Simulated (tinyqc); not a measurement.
Worked calculation: k.p values derived from sp3s* tight binding at Gamma. Values are carried at full precision from step to step, so a last printed digit may differ when a step is redone from the rounded ones.

At Gamma the states are two-level mixtures: s-like S+ (upper) and S- (lower) from [[Esa, Vss], [Vss, Esc]], p-like P- (valence) and P+ from [[Epa, Vxx], [Vxx, Epc]], and the bare s* levels. With real k in 1/angstrom and kz = 0, the phase sums over the four bonds are g0 = 1 - (a k/4)^2/2, g1 = i a kx/4, g3 = -(a/4)^2 kx ky to second order. Each mixture is written (anion, cation) with the anion part positive. c = hbar^2/2m0. No spin-orbit coupling.

Constants: hbar^2/2m0 = 3.80998211 eV angstrom^2.

Parameters, chosen for this exercise (near a published set for GaP, fitted to gaps, whose masses and valley positions are rough; not measured data): Esa = -8.107 eV (s level of the anion); Esc = -2.204 eV (s level of the cation); Epa = 1.126 eV (p level of the anion); Epc = 4.105 eV (p level of the cation); Vss = -7.488 eV (s-s); Vxx = 2.15 eV (px-px); a = 5.446 angstrom (lattice constant); Vsapc = 4.287 eV (s anion, p cation); Vscpa = 6.346 eV (s cation, p anion); Vxapc = 4.661 eV (s* anion, p cation); Vpaxc = 5.116 eV (p anion, s* cation); Exa = 8.5 eV (s* level of the anion); Exc = 7.184 eV (s* level of the cation); Vxy = 5.126 eV (px-py).

## States at Gamma

Solve the two blocks.

States:
```
state    E (eV)  anion part  cation part
S-     -13.2042     0.82665      0.56271
P-      -0.0001     0.88586     -0.46396
S+       2.8932     0.56271     -0.82665
P+       5.2311     0.46396      0.88586
```

## Linear terms and the Kane energy

<s state|dH/dkx|x state> = i P with P = (a/4)(sa pc Vsapc + sc pa Vscpa), sa, sc and pa, pc being the parts of the two states; for s* on the anion P = (a/4) pc Vxapc, on the cation (a/4) pa Vpaxc. Ep = P^2/c for S+ to P-.

Couplings:
```
pair       P (eV angstrom)  E(first) - E(second) (eV)
S+ to P-           -7.8509                     2.8932
S+ to P+           -0.4043                    -2.3379
S- to P-            2.0683                   -13.2041
s*a to P-          -2.9443                     8.5001
s*c to P-           6.1704                     7.1841
```

Ep = 16.178 eV

The two terms of S+ to P- have the same sign and add: S+ and P- both change sign from anion to cation. An on-site momentum element between s and p, which real atoms have, is absent from this model.

## Electron mass

m0/m = [<S+|d2H/dkx^2|S+>/2 + sum P^2/(E(S+) - E(P))]/c over P- and P+, with the direct term -(a/4)^2 sa sc Vss.

parts of m0/m: direct -1.695, from P- 5.592, from P+ -0.018

mass = 0.2578 m0

The valence band supplies 144 % of m0/m; the direct term, which stands in for the free-electron 1, is -1.69. S+ is not the lowest valley of GaP; this is the mass of the Gamma level.

## Valence parameters L, M, N and the Luttinger values

Direct terms d0 = -(a/4)^2 pa pc Vxx, dN = -2 (a/4)^2 pa pc Vxy for P-. F = sum P^2/(E(P-) - E(s)) over S+, S-, s*a, s*c. The y state of P- couples to the z state of P+ through Q = (a/4) Vxy (pa p'c - pc p'a), primes for P+, and H1 = Q^2/(E(P-) - E(P+)). L = d0 + F, M = d0 + H1, N = dN + F + H1; g1 = -(L + 2M)/(3c), g2 = -(L - M)/(6c), g3 = -N/(6c).

d0, dN, F, Q, H1 (eV angstrom^2; Q in eV angstrom): 1.6380  7.8107  -27.2993  6.9790  -9.3111

L, M, N (eV angstrom^2): -25.661  -7.673  -28.800

g1, g2, g3: 3.588  0.787  1.260

Along [100] the masses without spin-orbit coupling are c/|L| = 0.148 (one band) and c/|M| = 0.497 (two bands).

## Checks

- Electron mass against a finite difference of the full bands: both 0.2578.
- L and M against finite differences along [100]: largest relative difference 6.9e-06.
- Lowest curvature along [111], (L + 2M + 2N)/3, against a finite difference: both -32.869.

Program tinyqc; command `OMP_NUM_THREADS=1 python tinyqc.py 1482058 1482059 out.jsonl`; about 0.01 s on one thread of a shared Intel(R) Xeon(R) Processor @ 2.30GHz.
